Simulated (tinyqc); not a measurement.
Coherent transport through a tight-binding region between two chains, step by step. One step of it, computed by the program tinyqc.

Task: Transmission at E = 0.06 eV. Surface Green function g = (E - i sqrt(4 t^2 - E^2)) / (2 t^2); self-energy tc^2 g on each contact site; G = (E - H - Sigma)^(-1); Gamma = -2 Im Sigma; T = Gamma_L Gamma_R |G_LR|^2; local density of states -Im G_ii / pi.

H of the central region (eV):
$$\begin{pmatrix}
0.000000 & -1.970000 & 0.000000 \\
-1.970000 & 0.000000 & -1.970000 \\
0.000000 & -1.970000 & 0.000000
\end{pmatrix}$$

Leads: semi-infinite chains with site energy 0:
```
parameter                           value
lead hopping t (eV)              2.940000
coupling to the left lead (eV)   1.100000
coupling to the right lead (eV)  1.310000
left contact site                       1
right contact site                      3
```

E = 0.060000 eV

Give: g; G; local density of states; transmission.

Result:

g = 0.0035-0.3401i 1/eV

G (1/eV):
$$\begin{pmatrix}
0.1043-0.9929i & 0.2972+0.0063i & -0.1133+0.9927i \\
0.2972+0.0063i & -0.0071-0.0623i & 0.2106-0.0044i \\
-0.1133+0.9927i & 0.2106-0.0044i & 0.1069-0.9926i
\end{pmatrix}$$

local density of states (1/eV): [0.3161, 0.0198, 0.3160]

transmission = 0.9592
